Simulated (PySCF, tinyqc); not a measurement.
Inside a calculation. Method: CIS and TDHF on RHF in the sto-3g basis, frozen core, for BeH+, spin multiplicity 1. The lowest restricted solution is unstable here: a spin-polarised one lies 0.0255 hartree lower (PySCF). One step of it, computed by the program tinyqc.

Problem. CIS matrix, singlets. A(ia,jb) = (e_a - e_i) d_ij d_ab + 2 (ia|jb) - (ij|ab).

orbital energies (hartree): MO1 -4.972893, MO2 -0.614343, MO3 -0.248672, MO4 -0.113541, MO5 -0.113541, MO6 0.033625

Two-electron integrals over orbitals (pq|rs), unique and non-zero (hartree); the lowest 1 orbital is frozen and left out:
```
(22|22) 0.424572    (32|22) -0.059476   (32|32) 0.083504    (33|22) 0.335679
(33|32) 0.020576    (33|33) 0.400338    (42|42) 0.048263    (43|42) 0.036840
(43|43) 0.045485    (44|22) 0.342857    (44|32) 0.054643    (44|33) 0.365301
(44|44) 0.449859    (52|52) 0.048263    (53|52) 0.036840    (53|53) 0.045485
(54|54) 0.024249    (55|22) 0.342857    (55|32) 0.054643    (55|33) 0.365301
(55|44) 0.401360    (55|55) 0.449859    (62|22) -0.004133   (62|32) 0.059553
(62|33) -0.010863   (62|44) 0.069325    (62|55) 0.069325    (62|62) 0.109155
(63|22) 0.055888    (63|32) -0.081694   (63|33) -0.035051   (63|44) -0.048053
(63|55) -0.048053   (63|62) -0.062122   (63|63) 0.098919    (64|42) 0.021842
(64|43) 0.003878    (64|64) 0.020809    (65|52) 0.021842    (65|53) 0.003878
(65|65) 0.020809    (66|22) 0.430064    (66|32) -0.060354   (66|33) 0.366054
(66|44) 0.348785    (66|55) 0.348785    (66|62) -0.021054   (66|63) 0.052135
(66|66) 0.460400
```

Give: CIS matrix A, singlet.

Solution.

CIS matrix A, singlet (hartree):
```
        2>3     2>4     2>5     2>6
2>3  0.1970  0.0000  0.0000  0.0632
2>4  0.0000  0.2545  0.0000  0.0000
2>5  0.0000  0.0000  0.2545  0.0000
2>6  0.0632  0.0000  0.0000  0.4362
```
